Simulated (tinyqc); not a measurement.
## Lifetime from the low-frequency admittance

Inverse problem. At low frequency a p+-n diode with a base of width wb has C_diff/G = (tau/2)(1 - 2 x/sinh 2x), x = wb/sqrt(Dp tau). Find tau, x and the limit of C_diff/G for infinite lifetime, wb^2/(3 Dp).

Inputs (values chosen for the exercise):

| symbol | value | unit | meaning |
|---|---|---|---|
| Dp | 12 | cm^2/s | hole diffusion coefficient |
| wb | 8.2 | um | width of the neutral base |

G = 0.75229658 S/cm^2
C_diff = 0.011082981 uF/cm^2

Answer. The ratio rises steadily with tau from tau/2 (long base) towards wb^2/(3 Dp) (short base), so one lifetime matches as long as the ratio is below that limit.

tau = 1.000e-7 s
x = 0.7486
limit of C_diff/G = 1.868e-8 s

Program tinyqc, `OMP_NUM_THREADS=1 python tinyqc.py 2890147 2890148 out.jsonl`; Intel Xeon 2.30GHz, shared host, one thread, about 0.01 s.
